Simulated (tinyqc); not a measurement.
Inside a calculation. Model: quantum point contact as a saddle point.

Computed by the program tinyqc: `OMP_NUM_THREADS=1 python tinyqc.py 2740038 2740039 out.jsonl`, one thread of a shared Intel Xeon 2.30GHz, about 0.03 s for the whole run. Printed values are rounded.

Potential V0 - m wx^2 x^2/2 + m wy^2 y^2/2; energies are counted from V0. Mode n = 0, 1, ... transmits T_n(E) = 1/(1 + exp(-2 pi (E - E_n)/wx)), E_n = wy (n + 1/2); each mode carries 2 q^2/h.

Values chosen for this exercise:
```
symbol  value  unit                             meaning
T         4.2     K                         temperature
wy        4.5   meV          transverse quantum hbar wy
wx        4.4   meV    curvature of the barrier hbar wx
mu      16.01   meV  Fermi level above the saddle point
nE         11                 points of the energy grid
xm          8            half-range of the grid in kB T
```

Constants: q = 1.602176634e-19 C, kB = 1.380649e-23 J/K, h = 6.62607015e-34 J s, Vt = kB T/q. Results are converted to the units shown.

## Transmissions at the Fermi level

At zero temperature g = G/(2 q^2/h) = sum T_n(mu); Fano factor sum T_n (1 - T_n)/sum T_n. Modes beyond those listed are in the sums but add less than 1e-4 to g.

```
mode	E_n (meV)	T_n
0	2.2500	1.00000
1	6.7500	1.00000
2	11.2500	0.99888
3	15.7500	0.59177
4	20.2500	0.00234
5	24.7500	0.00000
```

g = 3.5930
G = 278.39 uS
Fano factor = 0.06820

## Thermal average on a coarse grid

g(T) = int g(E) (-df/dE) dE = int g(mu + x kB T) dx/(4 cosh^2(x/2)), g(E) the zero-temperature value at E, g = G/(2 q^2/h). Simpson's rule on nE equally spaced x from -xm to xm.

```
point	x	E (meV)	g(E)	weight
0	-8.00000	13.1146	2.95739	0.000335
1	-6.40000	13.6937	3.02081	0.001656
2	-4.80000	14.2727	3.09518	0.008096
3	-3.20000	14.8518	3.21175	0.037632
4	-1.60000	15.4309	3.38649	0.139764
5	0.00000	16.0100	3.59300	0.250000
6	1.60000	16.5891	3.77306	0.139764
7	3.20000	17.1682	3.89534	0.037632
8	4.80000	17.7473	3.97266	0.008096
9	6.40000	18.3263	4.03569	0.001656
10	8.00000	18.9054	4.11715	0.000335
```

integral of the weight = 1.01675
g(T) = 3.64142
g(T) divided by the integral of the weight = 3.58142

A converged quadrature gives 3.5804; this grid is 1.7 % above that, and its weight integrates to 1.017 in place of 1.
